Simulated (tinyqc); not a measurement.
# Worked calculation: planar ballistic transistor, top-of-the-barrier model

Program tinyqc, `OMP_NUM_THREADS=1 python tinyqc.py 2400031 2400032 out.jsonl`; Intel Xeon 2.30GHz, shared host, one thread, about 0.01 s. Printed values are rounded.

At the top of the source barrier, states moving towards the drain are filled by the source (Fermi level 0) and states moving back by the drain (Fermi level -q Vd); nothing scatters. U is the shift of the band edge there, set by the capacitances CG, CD and CS (the total) and by the charge. Parabolic two-dimensional band; the source is grounded.

Values chosen for this exercise; mass and valleys close to those of silicon (two valleys):
```
symbol,value,unit,meaning
T,300,K,temperature
m,0.187,m0,effective mass
gv,2,,valley degeneracy
eox,7.5,,relative permittivity of the gate insulator
tox,3.9,nm,insulator thickness
aG,0.94,,gate control CG/CS
aD,0.039,,drain control CD/CS
E0,0.31,eV,band edge at the barrier top above the source Fermi level at zero bias
Vg,0.7,V,gate voltage
Vd,0.1,V,drain voltage
```

Constants: q = 1.602176634e-19 C, kB = 1.380649e-23 J/K, hbar = 1.054571817e-34 J s, m0 = 9.1093837015e-31 kg, Vt = kB T/q, eps0 = 8.8541878128e-14 F/cm where lengths are in cm. Results are converted to the units shown.

## Density of states, capacitances and charge at zero bias

N0 = gv m kB T/(pi hbar^2), CG = eps0 eox/tox, vT = sqrt(2 kB T/(pi m)), CS = CG/aG, n0 = n at U = 0 and Vd = 0. eta1 = -(E0 + U)/Vt, eta2 = eta1 - Vd/Vt, n = (N0/2)[F_0(eta1) + F_0(eta2)], F_0(x) = ln(1 + exp x). UL = -(aG Vg + aD Vd).

N0 = 4.03890e12 cm^-2
CG = 1.70273 uF/cm^2
CS = 1.81141 uF/cm^2
n0 = 2.50317e7 cm^-2
UL = -0.6619 eV

## Iteration 1: self-consistent potential at the barrier top

U at the start (U = UL) = -0.6619 eV

eta1 = -(E0 + U)/Vt, eta2 = eta1 - Vd/Vt, n = (N0/2)[F_0(eta1) + F_0(eta2)], F_0(x) = ln(1 + exp x). U(out) = UL + q (n - n0)/CS. Newton step: U(new) = U + (U(out) - U)/(1 + CQ/CS), CQ = (q/Vt) dn/d(eta1) with both F' summed; F_0'(x) = 1/(1 + exp(-x)).

eta1 = 13.6121
eta2 = 9.74393
n = 4.71664e13 cm^-2
U(out) = 3.50992 eV
CQ = 25.0303 uF/cm^2
U after iteration 1 = -0.380365 eV

## Iteration 2: self-consistent potential at the barrier top

As before.

eta1 = 2.72183
eta2 = -1.14634
n = 6.18249e12 cm^-2
U(out) = -0.115067 eV
CQ = 14.7616 uF/cm^2
U after iteration 2 = -0.351368 eV

## Course of the iteration: self-consistent potential at the barrier top

Stop when U changes by less than 1e-9 eV, or after 90 iterations.

Course of the iteration:
```
iteration     U (eV)  |change| (eV)
1          -0.380365          0.282
2          -0.351368         0.0290
3          -0.347890        3.48e-3
4          -0.347839        5.08e-5
5          -0.347839        1.10e-8
6          -0.347839        < 1e-13
```

Converged in 6 iterations. At the end the number of correct digits about doubles with each step.

## Current, mean velocity and share of the gate voltage

converged U = -0.347839 eV

N0 = gv m kB T/(pi hbar^2), CG = eps0 eox/tox, vT = sqrt(2 kB T/(pi m)), CS = CG/aG, n0 = n at U = 0 and Vd = 0. eta1 = -(E0 + U)/Vt, eta2 = eta1 - Vd/Vt, n = (N0/2)[F_0(eta1) + F_0(eta2)], F_0(x) = ln(1 + exp x). I = q (N0/2) vT [F_(1/2)(eta1) - F_(1/2)(eta2)] per width, F_(1/2)(x) = (2/sqrt(pi)) int_0^infinity u^(1/2)/(1 + exp(u - x)) du. Mean velocity I/(q n). CQ = (q/Vt) dn/d(eta1); the band edge follows the gate as -dU/dVg = aG/(1 + CQ/CS).

eta1 = 1.46369
n = 3.55078e12 cm^-2
I = 810.023 uA/um
mean velocity = 1.42385e7 cm/s
CQ = 11.2005 uF/cm^2
-dU/dVg = 0.130859 eV/V

The carriers from the source are near degeneracy (eta1 = 1.46), and the mean velocity is 1.14 times vT = sqrt(2 kB T/(pi m)) = 1.24e7 cm/s.
